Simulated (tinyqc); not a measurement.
From edge over centre back to directionality n: vacuum evaporation: vapour pressure, source flux, thickness distribution, purity and step coverage. Computed by tinyqc, a small Python program. Command: `OMP_NUM_THREADS=1 python tinyqc.py 3110940 3110941 out.jsonl evap inv`. One thread of a shared host (Intel(R) Xeon(R) Processor @ 2.30GHz), about 0.02 s of CPU time with the checks.

Molecular flow, unit sticking of the metal, no re-evaporation. The background gas is taken as water vapour (18.015 g/mol, collision diameter 0.37 nm) at 300 K.

Inputs (values chosen for the exercise, modelled on titanium, with constants for the liquid):
```
quantity                    value    unit
molar mass M                47.87   g/mol
film density rho             4.51  g/cm^3
vapour-pressure constant A  11.33       -
vapour-pressure constant B  22750       K
source temperature T         1940       K
source area                   3.4    cm^2
source-to-wafer distance h     26      cm
wafer radius R                 15      cm
```

Constants: u = 1.6605390666e-27 kg; k_B = 1.380649e-23 J/K; R = 8.314462618 J/(mol K).

Method:
- log10(p_v/Pa) = A - B/T; flux from the surface Phi = p_v/sqrt(2 pi m k_B T), m = M u.
- Mass loss = Phi x area x m; heat of evaporation = ln(10) R B; d ln Phi/dT = ln(10) B/T^2 - 1/(2 T).
- A small source emits (n + 1) Phi area cos^n(phi)/(2 pi) per solid angle; on a parallel plane at height h and lateral distance l the arrival rate is (n + 1) Phi area/(2 pi h^2) x (1 + (l/h)^2)^(-(n + 3)/2). Growth rate = arrival rate x m/rho, m = M u. The wafer is fixed and centred above the source.

Problem. A run gave the result below. Find the directionality n, known to lie between 0.82 and 2.1.

edge over centre = 0.5560844

Solution.

Each step takes the trial c = (a f_b - b f_a)/(f_b - f_a), f being the result less the target and a, b, c the logarithms of the listed values; c replaces end b, the old b replaces a if the sign of f changed, and otherwise f_a is halved.

Scan of the range:
```
directionality n  edge over centre
0.820                     0.577662
0.959                     0.566242
1.120                     0.553295
1.310                     0.538398
1.530                     0.521648
1.800                     0.501802
2.100                     0.480636
```

False position (Illinois rule, in the logarithm of the input) inside the bracket:
```
step    end a    end b    trial  edge over centre
1     0.95900  1.12000  1.08317          0.556230
2     1.12000  1.08317  1.08498          0.556086
3     1.12000  1.08498  1.08502          0.556083
4     1.08498  1.08502  1.08500          0.556084
```

Edge over centre falls at every point of a 13-point scan of the range (every second point is shown), so one value fits; it is bracketed by 0.959 and 1.12. Answer: directionality n = 1.085.
